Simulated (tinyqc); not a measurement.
Two-step dopant diffusion (predeposition and drive-in) with a constant diffusivity: one step, computed by the program tinyqc. Command: `OMP_NUM_THREADS=1 python tinyqc.py 3002721 3002722 out.jsonl dopdiff walk`. One thread of a shared host (Intel(R) Xeon(R) Processor @ 2.30GHz), about 0.05 s of CPU time with the checks.

Fick diffusion into a half space x > 0 whose background doping C_B is of the opposite type, so that a junction lies where C = C_B.

Problem. Exact junction depth. Exact two-step profile: C = (2 C_s/pi) int_0^alpha exp(-beta (1 + u^2))/(1 + u^2) du with alpha = sqrt(D1 t1/(Dt)2), beta = x^2/(4 (D1 t1 + (Dt)2)). The integral takes 48 Gauss-Legendre points; solve C(x) = C_B.

Inputs (values chosen for the exercise, modelled on gallium in silicon):

| quantity | value | unit |
|---|---|---|
| surface concentration C_s | 1.1e+18 | 1/cm^3 |
| background doping C_B | 3.3e+15 | 1/cm^3 |
| predeposition temperature T1 | 1000 | C |
| drive-in temperature T2 | 1150 | C |

product D1 t1 = 5.810794e-11 cm^2

drive-in budget (Dt)2 = 2.931894e-09 cm^2

Give: exact junction depth.

Solution.

exact junction depth = 2.0072 um
